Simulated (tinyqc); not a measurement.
Three-band tight binding of a dichalcogenide monolayer: sweeps and comparisons. A value that a table varies takes the place of the one given here.

Basis dz2, dxy, dx2-y2 on a triangular lattice, nearest neighbours; alpha = kx a/2, beta = sqrt3 ky a/2. h0 = e1 + 2 t0 (cos 2alpha + 2 cos alpha cos beta); h1 = -2 sqrt3 t2 sin alpha sin beta + 2i t1 (sin 2alpha + sin alpha cos beta); h2 = 2 t2 (cos 2alpha - cos alpha cos beta) + 2i sqrt3 t1 cos alpha sin beta; h11 = e2 + 2 t11 cos 2alpha + (t11 + 3 t22) cos alpha cos beta; h22 = e2 + 2 t22 cos 2alpha + (3 t11 + t22) cos alpha cos beta; h12 = sqrt3 (t22 - t11) sin alpha sin beta + 4i t12 sin alpha (cos alpha - cos beta) + i lam sz. H = [[h0, h1, h2], [., h11, h12], [., ., h22]], Hermitian; the lowest band of each spin is filled. K = (4 pi/3a, 0), M = (pi/a, pi/(sqrt3 a)).

Constants: hbar^2/2m0 = 3.80998211 eV angstrom^2.

Inputs chosen for the exercise (near a published set for monolayer WS2; not measured data): a = 3.188 angstrom (lattice constant); e1 = 1.131 eV (level of dz2); e2 = 2.261 eV (level of dxy and dx2-y2); t0 = -0.206 eV (hopping); t1 = 0.565 eV (hopping); t2 = 0.531 eV (hopping); t11 = 0.28 eV (hopping); t12 = 0.385 eV (hopping); t22 = -0.062 eV (hopping); lam = 0.208 eV (spin-orbit constant).

## Three bands against the two-band Dirac model at K

Masses from central differences along kx with step 0.002 1/angstrom, c = hbar^2/2m0; Berry curvature of the valence band from a counter-clockwise plaquette of side 0.001 1/angstrom, Omega = -arg(product of overlaps)/area. Two-band model: coupling A = (3 a/(2 sqrt2))(t1 + sqrt3 t2) between valence and conduction states, mass c G/A^2 for both, Omega_v = 2 A^2/G^2. sz = 0 drops the spin-orbit term.

At K:

| sz | G (eV) | m_c (m0) | m_v (m0) | two-band mass | Omega_v (angstrom^2) | two-band Omega |
|---|---|---|---|---|---|---|
| 1 | 1.6075 | 0.285 | 0.369 | 0.243 | 19.195 | 19.507 |
| 0 | 1.8155 | 0.327 | 0.450 | 0.274 | 15.043 | 15.293 |
| -1 | 2.0235 | 0.370 | 0.545 | 0.306 | 12.105 | 12.311 |

A = 5.0204 eV angstrom

Without spin-orbit coupling the electron mass is 0.327 and the hole mass 0.450, against 0.274 for both in the two-band model: the third band and the curvature of the diagonal terms break the symmetry. The Berry curvature is -1.6 % from the two-band value. The smaller gap (sz = +1) has the larger curvature, by a factor 1.59.

## All hoppings scaled

The six hoppings are multiplied by f; e1, e2 and lam stay (real strain also moves e1 and e2, so this is no model of it). Closed forms: Ev(K) = e2 - (3/2)(t11 + t22) - 3 sqrt3 t12 + lam, Ec(K) = e1 - 3 t0, Ev(Gamma) = e1 + 6 t0.

Gaps (eV):

| f | direct gap at K | Ev(K) - Ev(Gamma) | Ec(K) - top of valence band |
|---|---|---|---|
| 0.85 | 1.1657 | 0.4102 | 1.1657 |
| 0.90 | 1.3130 | 0.3556 | 1.3130 |
| 0.94 | 1.4308 | 0.3120 | 1.4308 |
| 0.97 | 1.5192 | 0.2792 | 1.5192 |
| 1.00 | 1.6075 | 0.2465 | 1.6075 |
| 1.03 | 1.6959 | 0.2137 | 1.6959 |
| 1.06 | 1.7842 | 0.1810 | 1.7842 |
| 1.10 | 1.9021 | 0.1373 | 1.9021 |

The direct gap changes by +29.5 meV for each per cent of f. The top of the valence band stays at K over the range.

## What each parameter does

Spin up: gap at K, Ev(K) - Ev(Gamma), and masses at K by central differences along kx with step 0.002 1/angstrom, c = hbar^2/2m0. Each row changes one parameter from the base and keeps the others.

Results:

| case | gap at K (eV) | K - Gamma (eV) | m_c (m0) | m_v (m0) |
|---|---|---|---|---|
| base | 1.6075 | 0.2465 | 0.285 | 0.369 |
| t11 = 0.25 eV | 1.5625 | 0.2915 | 0.275 | 0.353 |
| e1 = 1.101 eV | 1.5775 | 0.2765 | 0.278 | 0.359 |
| e2 = 2.231 eV | 1.6375 | 0.2165 | 0.291 | 0.380 |
| lam = 0.238 eV | 1.5775 | 0.2765 | 0.279 | 0.358 |
| t22 = -0.032 eV | 1.6525 | 0.2015 | 0.295 | 0.393 |
| t0 = -0.176 eV | 1.5175 | 0.0665 | 0.261 | 0.339 |

The largest shifts from the base row, up to three for each result and ties (the steps differ in size, so this ranks the rows, not the parameters). gap at K (eV): t0 -0.0900, t22 +0.0450, t11 -0.0450. K - Gamma (eV): t0 -0.1800, t22 -0.0450, t11 +0.0450. m_c (m0): t0 -0.023, t22 +0.010, t11 -0.010. m_v (m0): t0 -0.030, t22 +0.024, t11 -0.016.

Program tinyqc; command `OMP_NUM_THREADS=1 python tinyqc.py 1480938 1480939 out.jsonl`; about 0.02 s on one thread of a shared Intel(R) Xeon(R) Processor @ 2.30GHz.
